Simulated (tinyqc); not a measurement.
Charge state against the Fermi level: deep level with several charge states.

Energies from Ev. The defect has charge states +1, 0, -1 with weights 1, gm exp((EF - E1)/kT), exp((2 EF - E1 - E2)/kT); the shares are the weights over their sum. Boltzmann carriers: n = Nc exp((EF - Eg)/kT), p = Nv exp(-EF/kT). Neutrality: p - n + Nd + Nt <q> = 0.

Constants: kB = 8.617333262e-05 eV/K.

Parameters, chosen for this exercise (gap and densities of states near those of SiC at this temperature; the results hold for these values, not for the real material): E1 = 2.114 eV (level (+1/0) above Ev); E2 = 1.957 eV (level (0/-1) above Ev); gm = 2 (degeneracy of the middle state, the others 1); T = 300 K.

Shares:
```
EF (eV)     +1      0     -1     <q>
0.192    1.000  0.000  0.000   1.000
0.448    1.000  0.000  0.000   1.000
0.704    1.000  0.000  0.000   1.000
0.960    1.000  0.000  0.000   1.000
1.216    1.000  0.000  0.000   1.000
1.472    1.000  0.000  0.000   1.000
1.727    1.000  0.000  0.000   1.000
1.983    0.971  0.012  0.017   0.954
2.239    0.000  0.000  1.000  -1.000
2.495    0.000  0.000  1.000  -1.000
2.751    0.000  0.000  1.000  -1.000
3.007    0.000  0.000  1.000  -1.000
```

E2 lies below E1 (negative U = -0.157 eV), so the charge goes from +1 to -1 near (E1 + E2)/2 = 2.035 eV, two electrons at once; the middle state never exceeds a share of 0.0458.

Run: tinyqc, `OMP_NUM_THREADS=1 python tinyqc.py 1652528 1652529 out.jsonl`; Intel(R) Xeon(R) Processor @ 2.30GHz, one thread, shared host; about 0.01 s of CPU time with all checks.
